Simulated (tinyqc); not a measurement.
Inside a calculation. Model: Zener tunnelling in a reverse-biased junction, two-band WKB.

Program tinyqc, `OMP_NUM_THREADS=1 python tinyqc.py 2620080 2620081 out.jsonl`; Intel Xeon 2.30GHz, shared host, one thread, about 0.01 s. Printed values are rounded.

Abrupt p-n junction, depletion approximation. Energies E are counted from the conduction-band edge of the neutral n side; its Fermi level lies at dn, that of the p side at dn - V, and the valence-band edge of the neutral p side at Em = dn + dp - V. Tunnelling needs 0 < E < Em. Two-band dispersion with equal masses m: inside the gap kappa = sqrt(m u (1 - u/Eg)/C), u the distance from a band edge, C = hbar^2/(2 m0).

Inputs (values chosen for the exercise); band and dielectric values those of a made-up semiconductor:

| symbol | value | unit | meaning |
|---|---|---|---|
| T | 200 | K | temperature |
| Eg | 1.72 | eV | band gap |
| eps_r | 14.4 |  | relative permittivity |
| Nc | 2.11e17 | cm^-3 | conduction-band density of states at 200 K |
| Nv | 4.96e18 | cm^-3 | valence-band density of states at 200 K |
| m | 0.089 | m0 | band-edge mass of the two-band model |
| Na | 2.2e18 | cm^-3 | acceptor density |
| Nd | 4.2e18 | cm^-3 | donor density |
| V | -1.6 | V | bias of the p side |
| nE | 11 |  | points of the energy grid |

Constants: q = 1.602176634e-19 C, kB = 1.380649e-23 J/K, hbar = 1.054571817e-34 J s, h = 6.62607015e-34 J s, m0 = 9.1093837015e-31 kg, Vt = kB T/q, eps0 = 8.8541878128e-14 F/cm where lengths are in cm, hbar^2/(2 m0) = 0.0380998212 eV nm^2. Results are converted to the units shown.

Range of the model: Parabolic densities of states, no band tails and no gap narrowing, all of which matter at such doping.

## Fermi levels and built-in voltage

Nd = Nc F12(dn/Vt), Na = Nv F12(dp/Vt), F12(x) = (2/sqrt(pi)) int_0^infinity sqrt(u)/(1 + exp(u - x)) du; dn = EF - Ec on the n side, dp = Ev - EF on the p side (negative outside the bands); Vbi = Eg + dn + dp.

dn = 0.151410 eV
dp = -0.0113248 eV
Vbi = 1.86008 V

Boltzmann statistics would give dn = 0.0515 eV and dp = -0.0140 eV. At zero bias the bands of the two sides overlap by dn + dp.

## Width, field and exponent

W = sqrt(2 eps0 eps_r (Vbi - V)(1/Na + 1/Nd)/q), mean field F = (Vbi - V)/W, peak field 2 F. In a uniform field F the exponent is S = pi sqrt(m/C) Eg^1.5/(4 F). Transverse energy Et = C kt^2/m raises it to S (1 + 4 Et/Eg), so T = exp(-S) exp(-Et/Eb) with Eb = Eg/(4 S). KJ = (2 q^2/h) m/(4 pi C) (times 1e14 for A/cm^2 per eV^2).

W = 61.7608 nm
mean field = 0.560240 MV/cm
S = 48.3328
exp(-S) = 1.02170e-21
Eb = 8.89665 meV
tunnelling length Eg/F = 30.7011 nm

## Current density on a coarse grid

J = KJ exp(-S) Eb times the integral from 0 to Em of [f(E - dn) - f(E - dn + V)] [1 - exp(-min(E, Em - E)/Eb)] dE, f(x) = 1/(1 + exp(x/Vt)), with S and Eb from the mean field; J > 0 flows from p to n. KJ = (2 q^2/h) m/(4 pi C) (times 1e14 for A/cm^2 per eV^2). Simpson's rule on nE equally spaced points from 0 to Em.

```
point   E (eV)  difference of the f  transverse factor
0      0.00000             -0.00015            0.00000
1      0.17401             -0.78772            1.00000
2      0.34802             -0.99999            1.00000
3      0.52203             -1.00000            1.00000
4      0.69603             -1.00000            1.00000
5      0.87004             -1.00000            1.00000
6      1.04405             -1.00000            1.00000
7      1.21806             -1.00000            1.00000
8      1.39207             -1.00000            1.00000
9      1.56608             -0.99998            1.00000
10     1.74008             -0.65861            0.00000
```

integral = -1.57482 eV
KJ = 1.44030e9 A/(cm^2 eV^2)
J = -2.06174e-14 A/cm^2

A converged quadrature gives -2.062e-14 A/cm^2; this grid is within 0.01 % of that in size.
